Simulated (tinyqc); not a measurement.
Worked calculation: time-domain thermoreflectance: layered heat flow under a modulated pulse train, and what the signal ratio measures. Computed by tinyqc, a small Python program that keeps every step. Command: `OMP_NUM_THREADS=1 python tinyqc.py 3111695 3111696 out.jsonl tdtr walk`. One thread of a shared host (Intel(R) Xeon(R) Processor @ 2.30GHz), about 0.1 s of CPU time with the checks. Intermediate numbers are printed to about 6 digits and carried at full precision; extremes and crossings named in words are read from the listed rows.

Pulses repeat at 80 MHz; heat is laid down at the surface, all layers are isotropic.

Inputs (values chosen for the exercise, modelled on aluminium on beta-Ga2O3):

| quantity | value | unit |
|---|---|---|
| metal thickness d | 82 | nm |
| metal conductivity | 190 | W/(m K) |
| metal heat capacity | 2.42 | MJ/(m^3 K) |
| boundary conductance G under the metal | 160 | MW/(m^2 K) |
| substrate conductivity kappa | 15 | W/(m K) |
| substrate heat capacity C | 3.27 | MJ/(m^3 K) |
| modulation frequency f | 12 | MHz |
| spot radius w (1/e^2, pump and probe) | 3.6 | micrometre |
| delay t | 800 | ps |

Stack: metal, substrate.

## Length and time scales

Penetration depth sqrt(kappa/(pi f C)); effusivity sqrt(kappa C); cooling time of the metal d C_m/G; Kapitza length kappa/G.

penetration depth = 0.348824 micrometre

effusivity = 7003.57 W s^(1/2)/(m^2 K)

cooling time of the metal = 1240.25 ps

Kapitza length = 93.75 nm

depth over spot radius = 0.0968955

## Impedance at k = 0 and the modulation frequency

For radial wave number k and angular frequency W each layer has u = sqrt(4 pi^2 k^2 + i W C/kappa) and gamma = kappa u. Surface impedance from below: Z = 1/gamma for the substrate; a layer of thickness L maps Z to (Z + tanh(u L)/gamma)/(1 + gamma Z tanh(u L)); a boundary adds 1/G. Take k = 0 and W = 2 pi f.

Z of the substrate = 11.6275-11.6275i m^2 K/GW

Z at the surface = 12.6809-12.7841i m^2 K/GW

## Response at the modulation frequency

Response per absorbed watt H(W) = 2 pi int_0^(2/w) Z(k, W) exp(-pi^2 k^2 w^2) k dk by 20 Gauss-Legendre points.

H(2 pi f) = 0.310684-0.279499i K/mW

phase of H(2 pi f) = -41.9753 degrees

## Signal at one delay

Signal: X + iY = sum_(m = -M..M) H(2 pi (f + m f_r)) exp(i 2 pi m f_r t) exp(-pi (m/M)^2 x 4), f_r = 80 MHz, M = 4000, with H(-W) the complex conjugate of H(W); V_in = X, V_out = Y, ratio = -V_in/V_out.

V_in = 0.988122 K/mW

V_out = -0.279423 K/mW

ratio -V_in/V_out = 3.53630

## Ratio and sensitivities against delay

Sensitivity S = ln(ratio'/ratio)/ln(1.01) for a rise of one input by 1 %.

Ratio and sensitivities:

| t (ps) | ratio | S to kappa | S to G | S to d | S to C | S to w |
|---|---|---|---|---|---|---|
| 100 | 6.10453 | 0.426715 | 0.023547 | -0.831731 | 0.414766 | -0.242821 |
| 200 | 5.52044 | 0.404559 | -0.020033 | -0.747827 | 0.392770 | -0.230844 |
| 400 | 4.64828 | 0.365972 | -0.079239 | -0.615028 | 0.354350 | -0.211949 |
| 800 | 3.53630 | 0.306524 | -0.144871 | -0.433855 | 0.294862 | -0.186305 |
| 1500 | 2.47728 | 0.235432 | -0.191080 | -0.247906 | 0.223120 | -0.160570 |
| 2500 | 1.70330 | 0.171248 | -0.204091 | -0.107688 | 0.157409 | -0.142664 |
| 4000 | 1.10659 | 0.116581 | -0.193865 | -0.007852 | 0.099533 | -0.135517 |

The largest sensitivity in size at 100 ps is to d (-0.83). kappa and C enter almost alike, through the effusivity. At 400 ps an error of 3 % in d passes on as 5 % in kappa.

Checks made by the program: steady rise of a bare substrate, 1/(2 sqrt(pi) w kappa), from the same quadrature (relative difference below 1e-10).
